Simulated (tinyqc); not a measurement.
Raising the surface concentration at fixed length: sheet resistance of a shallow doped layer with concentration-dependent mobility and limited activation. Computed by tinyqc, a small Python program. Command: `OMP_NUM_THREADS=1 python tinyqc.py 3030789 3030790 out.jsonl irvin walk`. One thread of a shared host (Intel(R) Xeon(R) Processor @ 2.30GHz), about 0.02 s of CPU time with the checks.

A layer of one dopant lies in a background of the opposite type. Current flows parallel to the surface down to the junction; depletion is ignored.

Inputs (values chosen for the exercise, modelled on phosphorus in silicon):
```
quantity                          value        unit
surface concentration C_s       1.3e+20      1/cm^3
length l                             46          nm
background C_B                  1.3e+17      1/cm^3
mobility floor mu_min              70.1  cm^2/(V s)
mobility mu_max                    1380  cm^2/(V s)
reference density N_r          8.62e+16      1/cm^3
exponent alpha                    0.732           -
prefactor of the active limit   9.4e+21      1/cm^3
energy of the active limit        0.335          eV
anneal temperature T                950           C
```

Profile: Gaussian.

Constants: k_B = 8.617333262e-05 eV/K; e = 1.602176634e-19 C.

Method:
- C(x) = C_s exp(-x^2/(2 l^2)).
- Temperatures in kelvin are T(C) + 273.15.
- Active limit C_a = prefactor x exp(-energy/(k_B T)); the junction lies where C = C_B, and the profile exceeds C_a down to x_a (zero if C_s is below C_a). Slope at the junction in nm per decade = ln(10) C/|dC/dx|.
- Active density N = min(C, C_a); carriers n = N - C_B; mobility mu = mu_min + (mu_max - mu_min)/(1 + ((N + C_B)/N_r)^alpha).
- Integrals from 0 to x_j, where C = C_B (Gauss-Legendre, 60 points on each smooth piece; 1 nm = 1e-7 cm): dose int C dx, carriers int n dx, mean mobility int n mu dx/int n dx, R_s = 1/(e int n mu dx).
- The last column drops the active limit.

active limit C_a = 3.91578e+20 1/cm^3

Layers:
```
C_s (1/cm^3)  x_j (nm)  dose (1/cm^2)  mean mu (cm^2/(V s))  R_s (ohm/square)  R_s if all active
1.00e+18         92.92     5.5151e+12                276.19            5246.8         5.2468e+03
3.00e+18        115.25     1.7084e+13                188.31            2126.6         2.1266e+03
1.00e+19        135.57     5.7468e+13                128.22             873.8         8.7382e+02
3.00e+19        151.75     1.7279e+14                 98.80             369.8         3.6985e+02
1.00e+20        167.70     5.7637e+14                 82.83             131.2         1.3123e+02
2.00e+20        176.23     1.1529e+15                 77.98              69.6         6.9565e+01
5.00e+20        186.91     2.8825e+15                 74.53              31.6         2.9192e+01
1.00e+21        194.60     5.7651e+15                 73.96              24.5         1.4913e+01
2.00e+21        201.99     1.1530e+16                 73.69              20.8         7.5576e+00
```

What follows from these numbers?

R_s falls as C_s^-0.82 between the first rows and as C_s^-0.23 between the last. Below C_a = 3.9e20 the exponent is set by the mobility, which drops from 276 towards mu_min, and by compensation. Above C_a extra dose only widens the clipped region: in the last row R_s is 2.75 times the fully active value. Caution: in rows with more than about 2e20 active atoms per cm^3 measured mobilities fall further than this form.
